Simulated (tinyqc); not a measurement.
# Collinear exchange A + BC -> AB + C on a London-Eyring-Polanyi-Sato surface: saddle, string of images and rate, step by step

A worked calculation. Computed by tinyqc, a small Python program that keeps every step. Command: `OMP_NUM_THREADS=1 python tinyqc.py 3111982 3111983 out.jsonl leps walk`. One thread of a shared host (Intel(R) Xeon(R) Processor @ 2.30GHz), about 0.04 s of CPU time with the checks. Intermediate numbers are printed to about 6 digits and carried at full precision; extremes and crossings named in words are read from the listed rows.

x = r(AB), y = r(BC), r(AC) = x + y. V is counted from separated atoms, the barrier from A + BC, that is V + D(BC).

Inputs (values chosen for the exercise, for a model exchange):
```
quantity            value           unit
D(AB)                4.55             eV
r0(AB)               1.11       angstrom
beta(AB)             2.03     1/angstrom
D(BC)                3.72             eV
r0(BC)                1.1       angstrom
beta(BC)             2.03     1/angstrom
D(AC)                3.75             eV
r0(AC)               1.38       angstrom
beta(AC)             1.81     1/angstrom
Sato parameter S     0.06              -
mass of A           2.014              u
mass of B           1.008              u
mass of C              35              u
temperature T         900              K
step of the string   0.01  angstrom^2/eV
```

Constants: nu for 1 eV/(angstrom^2 u) = 15.6333042 THz; h x 1 THz = 4.135667696 meV; k_B = 1.380649e-23 J/K; u = 1.6605390666e-27 kg; k_B = 8.617333262e-05 eV/K.

## One point of the surface

For each pair, with u = exp(-beta (r - r0)): Q = D [(3 + S) u^2 - (2 + 6 S) u]/(4 (1 + S)), J = D [(1 + 3 S) u^2 - (6 + 2 S) u]/(4 (1 + S)); V = Q1 + Q2 + Q3 - sqrt(((J1 - J2)^2 + (J2 - J3)^2 + (J3 - J1)^2)/2). Take x = r0(AB) + 0.3 and y = r0(BC) + 0.1 angstrom.

Pair terms:
```
pair         u     Q (eV)    J (eV)
AB    0.543894  -0.406043  -3.19741
BC    0.816278   0.098696  -3.69313
AC    0.107927  -0.193748  -0.57202
```

V = -3.40624 eV

## Relaxing the string

String of 9 images between the fixed ends (r0(AB) + 2, r0(BC)) and (r0(AB), r0(BC) + 2), started on the two straight legs through (r0(AB) + 0.3, r0(BC) + 0.3): each iteration moves the inner images by -step x gradient (central differences) and spaces them evenly again along the broken line (coordinates are kept between 0.2 and 8 angstrom); stop when no coordinate changes by more than 1e-5 angstrom, at most 400 iterations.

Course:
```
iteration  highest inner image above A + BC (eV)  largest move (angstrom)
1                                       0.523147              3.55643e-02
2                                       0.461804              3.25790e-02
3                                       0.410555              2.84708e-02
4                                       0.369485              2.39140e-02
5                                       0.337644              1.94404e-02
6                                       0.313639              1.53780e-02
7                                       0.296000              1.25542e-02
...                                          ...                      ...
46                                      0.258287              2.25980e-05
47                                      0.258290              1.93122e-05
48                                      0.258292              1.65025e-05
49                                      0.258294              1.41002e-05
50                                      0.258296              1.20466e-05
51                                      0.258298              1.02914e-05
52                                      0.258299              8.79142e-06
```

Images at the end:
```
image  x (angstrom)  y (angstrom)  V + D(BC) (eV)
0           3.11000       1.10000        0.016942
1           2.65406       1.10094        0.042556
2           2.19813       1.10440        0.107730
3           1.74338       1.13269        0.258299
4           1.33131       1.32784        0.157711
5           1.13094       1.73317       -0.528996
6           1.11241       2.18811       -0.727942
7           1.11061       2.64406       -0.792165
8           1.11000       3.10000       -0.815251
```

last move = 8.79142e-06 angstrom

Converged in 52 iterations.

## Saddle by Newton steps

From the highest inner image, z -> z - H^-1 g with gradient g and Hessian H by central differences, steps capped at 0.15 angstrom, 12 steps.

The first seven points:
```
step        x        y  V + D(BC) (eV)  |g| (eV/angstrom)
0     1.74338  1.13269        0.258299        4.43885e-01
1     1.59449  1.15091        0.315969        3.19447e-01
2     1.45058  1.19322        0.325552        4.51515e-01
3     1.50689  1.18558        0.331139        4.36330e-02
4     1.51067  1.18657        0.331112        2.19159e-04
5     1.51067  1.18658        0.331112        1.00592e-08
6     1.51067  1.18658        0.331112                  0
```

saddle (x, y) (angstrom): 1.51067  1.18658

barrier = 0.331112 eV

Hessian (eV/angstrom^2):
```
         x        y
x  -1.4130   7.8468
y   7.8468  13.6816
```

The highest image lies 72.8 meV below the saddle. Stretches at the saddle: AB 0.401, BC 0.087 angstrom, for a reaction energy D(BC) - D(AB) = -0.83 eV: an early barrier for an exothermic step.

## Frequencies at the saddle

Wilson matrix G = [[1/m_A + 1/m_B, -1/m_B], [-1/m_B, 1/m_B + 1/m_C]]; eigenvalues lambda of G H give nu = 15.6333042 THz x sqrt(|lambda|), the negative one being imaginary. Reactant: nu_BC from k = 2 D beta^2 and 1/m_B + 1/m_C. Skew angle: cos = sqrt(m_A m_C/((m_A + m_B)(m_B + m_C))).

imaginary frequency = 46.0860 THz

real frequency at the saddle = 34.8933 THz

nu_BC = 87.4517 THz

skew angle = 36.4039 degrees

## Transition-state rate

One-dimensional rate constant without tunnelling, k = sqrt(k_B T/(2 pi mu)) [sinh(h nu_BC/(2 k_B T))/sinh(h nu_s/(2 k_B T))] exp(-barrier/(k_B T)) with mu = m_A (m_B + m_C)/(m_A + m_B + m_C); Wigner factor 1 + (h nu_i/(k_B T))^2/24; adiabatic barrier = barrier + h (nu_s - nu_BC)/2.

adiabatic barrier = 0.222430 eV

rate constant k = 5266.23 cm/s

Wigner factor = 1.25164

## Rate against temperature

The formulas are those given above.

Rates; the last column is k_B T^2 d ln k/dT:
```
T (K)     k (cm/s)  Wigner factor  activation energy (eV)
300    8.39753e+00        3.26480                0.235902
400    8.42923e+01        2.27395                0.241882
550    5.93732e+02        1.67382                0.253166
750    2.57706e+03        1.36237                0.270729
1000   7.64096e+03        1.20383                0.293270
1400   2.12375e+04        1.10400                0.326301
2000   5.01338e+04        1.05096                0.368195
```

The activation energy goes from 0.236 eV at 300 K, near the adiabatic barrier plus k_B T/2 (0.235), to 0.368 eV at 2000 K; the classical limit is the barrier plus k_B T/2 (0.417).

Checks made by the program: V for A far away against -D(BC) (relative difference below 1e-10).
